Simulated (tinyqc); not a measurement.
Inside a calculation. Method: Hueckel theory of the pi electrons, for the molecule Oc1ccc2cccccc1-2 (SMILES; centres numbered as the heavy atoms are written). Computed by tinyqc, a small Python program that keeps every step. Settings: charge = 0. Command: `OMP_NUM_THREADS=1 python tinyqc.py 20076 20077 out.jsonl` (the two numbers bound the seeds that draw the settings). One thread of a shared host (Intel(R) Xeon(R) Processor @ 2.60GHz), about 0.01 s of CPU time with the checks.

## The Hueckel matrix

Centres:
```
centre  z_r, pi electrons of the neutral centre         h
1O                                            2  2.000000
2C                                            1  0.000000
3C                                            1  0.000000
4C                                            1  0.000000
5C                                            1  0.000000
6C                                            1  0.000000
7C                                            1  0.000000
8C                                            1  0.000000
9C                                            1  0.000000
10C                                           1  0.000000
11C                                           1  0.000000
```

Bonds:
```
i    j         k
1    2  0.800000
2    3         1
3    4         1
4    5         1
5    6         1
6    7         1
7    8         1
8    9         1
9   10         1
10  11         1
11   2         1
11   5         1
```

H_rr = alpha + h_r beta, H_rs = k_rs beta for bonded centres.

Hueckel matrix in units of beta (H = alpha + beta A):
```
           1O        2C        3C        4C        5C        6C        7C        8C
1O   2.000000  0.800000  0.000000  0.000000  0.000000  0.000000  0.000000  0.000000
2C   0.800000  0.000000  1.000000  0.000000  0.000000  0.000000  0.000000  0.000000
3C   0.000000  1.000000  0.000000  1.000000  0.000000  0.000000  0.000000  0.000000
4C   0.000000  0.000000  1.000000  0.000000  1.000000  0.000000  0.000000  0.000000
5C   0.000000  0.000000  0.000000  1.000000  0.000000  1.000000  0.000000  0.000000
6C   0.000000  0.000000  0.000000  0.000000  1.000000  0.000000  1.000000  0.000000
7C   0.000000  0.000000  0.000000  0.000000  0.000000  1.000000  0.000000  1.000000
8C   0.000000  0.000000  0.000000  0.000000  0.000000  0.000000  1.000000  0.000000
9C   0.000000  0.000000  0.000000  0.000000  0.000000  0.000000  0.000000  1.000000
10C  0.000000  0.000000  0.000000  0.000000  0.000000  0.000000  0.000000  0.000000
11C  0.000000  1.000000  0.000000  0.000000  1.000000  0.000000  0.000000  0.000000

           9C       10C       11C
1O   0.000000  0.000000  0.000000
2C   0.000000  0.000000  1.000000
3C   0.000000  0.000000  0.000000
4C   0.000000  0.000000  0.000000
5C   0.000000  0.000000  1.000000
6C   0.000000  0.000000  0.000000
7C   0.000000  0.000000  0.000000
8C   1.000000  0.000000  0.000000
9C   0.000000  1.000000  0.000000
10C  1.000000  0.000000  1.000000
11C  0.000000  1.000000  0.000000
```

## Orbitals

pi electrons, sum of z_r less the charge = 12

Diagonalise; E = alpha + x beta with beta < 0, so the largest x are filled first; degenerate levels share their electrons. P = sum n_i c_ri c_si; each orbital has its largest coefficient positive (the first on a tie).

x values: 2.545319  2.083047  1.591581  1.320721  0.859953  0.360211  -0.401451  -0.758591  -1.612693  -1.880673  -2.107423

occupations: 2.000000  2.000000  2.000000  2.000000  2.000000  2.000000  0.000000  0.000000  0.000000  0.000000  0.000000

coefficients:
```
          MO1        MO2        MO3        MO4        MO5        MO6        MO7        MO8
1O   0.650009   0.605703   0.260748  -0.190602  -0.127877  -0.257378  -0.020928   0.087068
2C   0.443078   0.062877  -0.133118   0.161840   0.182232   0.527557   0.062821  -0.300232
3C   0.256154  -0.078391  -0.305552   0.018627   0.602385   0.119492  -0.308196  -0.031727
4C   0.208917  -0.226170  -0.353193  -0.137239   0.335790  -0.484514   0.060905   0.324300
5C   0.275605  -0.392732  -0.256582  -0.199881  -0.313621  -0.294019   0.283746  -0.214284
6C   0.140973  -0.316713   0.059736  -0.474349  -0.262117   0.102164  -0.474533  -0.351572
7C   0.083216  -0.266997   0.351657  -0.426601   0.088213   0.330820  -0.093244   0.480984
8C   0.070838  -0.239454   0.499954  -0.089072   0.337976   0.017001   0.511966  -0.013298
9C   0.097089  -0.231797   0.444061   0.308962   0.202430  -0.324696  -0.112285  -0.470896
10C  0.176285  -0.243390   0.206805   0.497124  -0.163895  -0.133960  -0.466889   0.370516
11C  0.351613  -0.275195  -0.114915   0.347600  -0.343372   0.276442   0.299719   0.189826

           MO9       MO10       MO11
1O    0.095043  -0.056981   0.058298
2C   -0.429202   0.276406  -0.299317
3C    0.520908  -0.298521   0.030554
4C   -0.410863   0.285014   0.234927
5C    0.141687  -0.237498  -0.525644
6C    0.087136   0.337364   0.319232
7C   -0.282211  -0.396974  -0.147113
8C    0.367984   0.409214  -0.009203
9C   -0.311234  -0.372624   0.166507
10C   0.133941   0.291570  -0.341698
11C   0.095229  -0.175723   0.553595
```

charge and bond-order matrix P:
```
            1O         2C         3C         4C         5C         6C         7C         8C
1O    1.952605   0.202895  -0.143975   0.029266   0.056480   0.026022  -0.062102   0.001503
2C    0.202895   1.111418   0.650138  -0.182532  -0.226072  -0.072083   0.189663   0.011842
3C   -0.143975   0.650138   1.085230   0.641973  -0.095986  -0.223674   0.039038   0.176237
4C    0.029266  -0.182532   0.641973   1.171776   0.603206   0.015135  -0.237100   0.019705
5C    0.056480  -0.226072  -0.095986   0.603206   1.041578   0.589780  -0.004198  -0.215812
6C    0.026022  -0.072083  -0.223674   0.015135   0.589780   0.855797   0.660665   0.142177
7C   -0.062102   0.189663   0.039038  -0.237100  -0.004198   0.660665   1.002172   0.638153
8C    0.001503   0.011842   0.176237   0.019705  -0.215812   0.142177   0.638153   0.869521
9C    0.074583  -0.230146  -0.007491   0.197525  -0.051843  -0.238324   0.009526   0.639538
10C  -0.036454   0.030383  -0.208857  -0.079038   0.165063  -0.184493  -0.236939   0.144423
11C  -0.123185   0.586614  -0.041165  -0.241319   0.382800   0.166447  -0.049597  -0.217922

            9C        10C        11C
1O    0.074583  -0.036454  -0.123185
2C   -0.230146   0.030383   0.586614
3C   -0.007491  -0.208857  -0.041165
4C    0.197525  -0.079038  -0.241319
5C   -0.051843   0.165063   0.382800
6C   -0.238324  -0.184493   0.166447
7C    0.009526  -0.236939  -0.049597
8C    0.639538   0.144423  -0.217922
9C    1.004418   0.658555  -0.009950
10C   0.658555   0.850045   0.594489
11C  -0.009950   0.594489   1.055441
```

## Energy, charges, bond orders

E = sum n x; q_r = z_r - P_rr; bond order p = P_rs; free valence = sqrt(3) - sum of p over the bonds of the atom.

pi energy = 12 alpha + this times beta = 17.521662

pi charges: 1O 0.047395, 2C -0.111418, 3C -0.085230, 4C -0.171776, 5C -0.041578, 6C 0.144203, 7C -0.002172, 8C 0.130479, 9C -0.004418, 10C 0.149955, 11C -0.055441

Bond orders and lengths from R = 1.517 - 0.180 p (angstrom, C-C alone):
```
bond          p         R
1-2    0.202895         -
2-3    0.650138  1.399975
3-4    0.641973  1.401445
4-5    0.603206  1.408423
5-6    0.589780  1.410840
6-7    0.660665  1.398080
7-8    0.638153  1.402132
8-9    0.639538  1.401883
9-10   0.658555  1.398460
10-11  0.594489  1.409992
11-2   0.586614  1.411410
11-5   0.382800  1.448096
```

free valence of the carbons: 2C 0.292404, 3C 0.439940, 4C 0.486872, 5C 0.156265, 6C 0.481606, 7C 0.433233, 8C 0.454360, 9C 0.433958, 10C 0.479007, 11C 0.168148

gap between the highest filled and the next level = 0.761662 |beta|
